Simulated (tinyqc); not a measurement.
Landau levels of a parabolic two-dimensional band, step by step. Values are carried at full precision from step to step, so a last printed digit may differ when a step is redone from the rounded ones.

In a field B along z: l = 1/sqrt((e/hbar) B) is the magnetic length, n_B = B/(h/e) the number of states per area in one level, hbar wc = 2 muB B/m for mass m in m0; 1/angstrom^2 = 1e16/cm^2.

Constants: e/hbar = 1.519267448e-05 1/(T angstrom^2); h/e = 413566.7697 T angstrom^2; hbar^2/2m0 = 3.80998211 eV angstrom^2; muB = 5.788381798e-05 eV/T; e^2/h = 3.874045865e-05 S.

Values chosen for the exercise (near those of a two-dimensional electron gas in GaN; shifted at random, so the results belong to these values and not to a real crystal): B = 1.4 T (magnetic field); n = 4.7 x 1e11/cm^2 (electron sheet density); m = 0.1926 m0 (mass); gs = 1.83 (g factor); gv = 1 (valleys).

## Scales set by the field

Give l, n_B and the filling factor nu = n/n_B.

l = 216.83 angstrom
n_B = 0.3385 x 1e11/cm^2
nu = 13.884

## The lowest levels

E(N, s) = (N + 1/2) hbar wc + s gs muB B with s = +/-1/2.

List the eight lowest, in meV, with the gap to the next.

Levels:
```
label,E (meV),gap above (meV)
0-,0.347,0.148
0+,0.495,0.693
1-,1.188,0.148
1+,1.336,0.693
2-,2.030,0.148
2+,2.178,0.693
3-,2.871,0.148
3+,3.019,0.693
```

The largest of these gaps, 0.69 meV, first occurs above level 0+ and is kB T at 8 K.

## Fields of the Hall plateaus

A plateau is centred where nu = n/n_B equals 1, 2, 3, 4, 5, 6; there rho_xy = h/(nu e^2).

Plateaus:
```
nu,B (T),1/B (1/T),rho_xy (kohm)
1,19.438,0.0514,25.8128
2,9.719,0.1029,12.9064
3,6.479,0.1543,8.6043
4,4.859,0.2058,6.4532
5,3.888,0.2572,5.1626
6,3.240,0.3087,4.3021
```

These counts hold wherever the levels are resolved.

## Checks

- Level spacing from finite differences in the Landau gauge against hbar wc, meV: both 0.84.

Program tinyqc; command `OMP_NUM_THREADS=1 python tinyqc.py 1250262 1250263 out.jsonl`; about 0.01 s on one thread of a shared Intel(R) Xeon(R) Processor @ 2.30GHz.
